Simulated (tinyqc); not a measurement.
Input admittance of a MOSFET at zero drain bias: distributed channel and distributed gate: two steps of the calculation.

Source and drain grounded, strong inversion, w = 2 pi f, Cox = eps0 eox/tox. The channel is an RC line of resistance 1/(mu Cox Vo) per square fed from both ends, so one finger has the intrinsic admittance y = i w Cox L tanh(g)/g per width, g = (1/2) sqrt(i w tau), tau = L^2/(mu Vo). The vertical resistance rv/L is in series with y, the overlaps 2 i w Cov in parallel: y_t = 1/(1/y + rv/L) + 2 i w Cov. The gate strip is a line of Rsh/L per length loaded by y_t, so a finger has Y = y_t Wf tanh(k)/k, k = (Wf/sd) sqrt(y_t Rsh/L); the device has Nf Y.

Values chosen for this exercise; values of the order met in silicon radio-frequency transistors:

| symbol | value | unit | meaning |
|---|---|---|---|
| eox | 3.9 |  | relative permittivity of the gate insulator (close to silicon dioxide) |
| tox | 5.8 | nm | insulator thickness |
| L | 0.75 | um | channel length |
| Wf | 1.2 | um | finger width |
| Nf | 8 |  | number of fingers |
| mu | 320 | cm^2/(V s) | channel mobility |
| Vo | 0.73 | V | gate overdrive |
| Rsh | 14 | ohm/square | sheet resistance of the gate |
| rv | 0 | ohm um^2 | vertical resistivity of the gate stack |
| sd | 2 |  | number of ends at which a finger is contacted |
| Cov | 0.24 | fF/um | overlap and fringe capacitance on each side |
| f | 59 | GHz | frequency |

Constants: eps0 = 8.8541878128e-14 F/cm where lengths are in cm. Results are converted to the units shown.

Problem 1. Low-frequency resistances and capacitance. Low-frequency limits, with c = Cox L and ct = c + 2 Cov: R_strip = Rsh Wf/(3 sd^2 L Nf), R_ch = (c/ct)^2 L/(12 mu Cox Vo Wf Nf), R_vert = (c/ct)^2 rv/(L Wf Nf), C = ct Wf Nf.

Wanted: parts; sum; C; 1/(2 pi R C).

Solution 1.

parts (ohm): strip 0.2333, channel 38.17, vertical 0
sum = 38.40 ohm
C = 47.47 fF
1/(2 pi R C) = 87.31 GHz

The channel term is the largest, 99.4 % of the sum.

Problem 2. Input impedance of the device. k and Y as defined; Z = 1/(Nf Y) = R + 1/(i w C); Q = |Im Z|/R; signal at the point farthest from a contact |1/cosh k|.

y_t = 685.1609+1227.9558i uS/um

Find: k; Nf Y; R; C; Q; signal at the far point.

Solution 2.

k = 0.083826+0.049220i
Nf Y = 6.600+11.752i mS
R = 36.328 ohm
C = 41.700 fF
Q = 1.7807
signal at the far point = 0.99770

tinyqc, about 0.01 s, one thread, Intel Xeon 2.30GHz (shared host): `OMP_NUM_THREADS=1 python tinyqc.py 2262032 2262033 out.jsonl`
